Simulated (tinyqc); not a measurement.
What each parameter does: strain-driven crossing of the Gamma and L valleys in a germanium-like crystal alloyed with tin.

Biaxial loads: e0 is the in-plane strain e_par and the normal is free. (001): e_perp = -2 (C12/C11) e_par; exx = eyy = e_par, ezz = e_perp, no shear. (111): e_perp = -(2 C11 + 4 C12 - 4 C44)/(C11 + 2 C12 + 4 C44) e_par; exx = eyy = ezz = (2 e_par + e_perp)/3 and exy = eyz = ezx = (e_perp - e_par)/3. (110): e_perp = -(C11 + 3 C12 - 2 C44)/(C11 + C12 + 2 C44) e_par; exx = eyy = (e_par + e_perp)/2, ezz = e_par, exy = (e_perp - e_par)/2, eyz = ezx = 0. Uniaxial loads: a stress along n, scaled so that n.e.n = e0, with exx = s11 sxx + s12 (syy + szz), exy = s44 sxy/2, s11 = (C11 + C12)/((C11 - C12)(C11 + 2 C12)), s12 = -C12/((C11 - C12)(C11 + 2 C12)), s44 = 1/C44.

Edges from the unstrained valence top: Gamma at Eg + ac tr(e); an L valley with unit axis u at EgL + aL tr(e) + XuL (u.e.u - tr(e)/3), u along [111], [1-1-1], [-11-1], [-1-11]; valence edges are the levels of the 6 x 6 matrix of X, Y, Z times spin with -Dso/3 + l exx + m (eyy + ezz) on the diagonal (cyclic), n exy off it, l = av + 2 b, m = av - b, n = sqrt(3) d. Spin-orbit term (Dso/3) L.sigma on X, Y, Z with (L_k)_ij = -i epsilon_kij: <X+|H|Y+> = -i Dso/3, <X+|H|Z-> = Dso/3, <Y+|H|Z-> = -i Dso/3, <Z+|H|X-> = -Dso/3, <Z+|H|Y-> = i Dso/3, <X-|H|Y-> = i Dso/3, and their conjugates; + and - are the spin along z.

With tin the unstrained gaps become E(y) = (1 - y) E + y EgS - CS y (1 - y); all other values are kept.

Parameters, chosen for this exercise (near those of Ge, gaps at low temperature; not measured data): Eg = 0.911 eV (gap at Gamma to the s-like level); EgL = 0.739 eV (gap to L); Dso = 0.29 eV (spin-orbit splitting); ac = -8.23 eV (conduction deformation potential); av = 1.25 eV (valence hydrostatic potential); b = -2.55 eV (tetragonal shear potential); d = -5.33 eV (trigonal shear potential); aL = -1.57 eV (hydrostatic potential of the L edge, Xd + Xu/3); XuL = 15.62 eV (uniaxial potential, L); y = 0.042 (tin fraction); EgS = (-0.381, 0.136) eV (Gamma and L gaps of the tin end); CS = (2.55, 0.76) eV (bowing of the Gamma and L gaps); C11 = 130.5 GPa; C12 = 48.5 GPa; C44 = 66.8 GPa; load = uniaxial [110] (kind of strain); e0 = 0.0242 (size of the strain).

Direct gap, Gamma minus the lowest L edge and the valence splitting.

One parameter was then changed.

Results before and after:
```
case     direct gap (eV)  Gamma - L (meV)  valence splitting (meV)
base              0.5283            103.5                    119.0
changed           0.5339            103.5                    117.7
```

Which of these changes was made? (a) y = 0.0357; (b) XuL = 17.963 eV; (c) av = 1.0625 eV; (d) Dso = 0.2465 eV; (e) ac = -6.9955 eV; (f) C44 = 76.82 GPa; (g) d = -4.5305 eV.

Answer: (g) d = -4.5305 eV. Of the candidates, run in turn, only this one gives the changed row.

All candidates:
```
case             direct gap (eV)  Gamma - L (meV)  valence splitting (meV)
base                      0.5283            103.5                    119.0
d = -4.5305 eV            0.5339            103.5                    117.7
C44 = 76.82 GPa           0.5170             87.6                    123.6
XuL = 17.963 eV           0.5283            123.0                    119.0
av = 1.0625 eV            0.5310            103.5                    119.0
ac = -6.9955 eV           0.5464            121.6                    119.0
Dso = 0.2465 eV           0.5279            103.5                    111.4
y = 0.0357                0.5512            118.2                    119.0
```

(tinyqc, `OMP_NUM_THREADS=1 python tinyqc.py 1081524 1081525 out.jsonl`, Intel(R) Xeon(R) Processor @ 2.30GHz, 1 thread, shared host, about 0.01 s.)
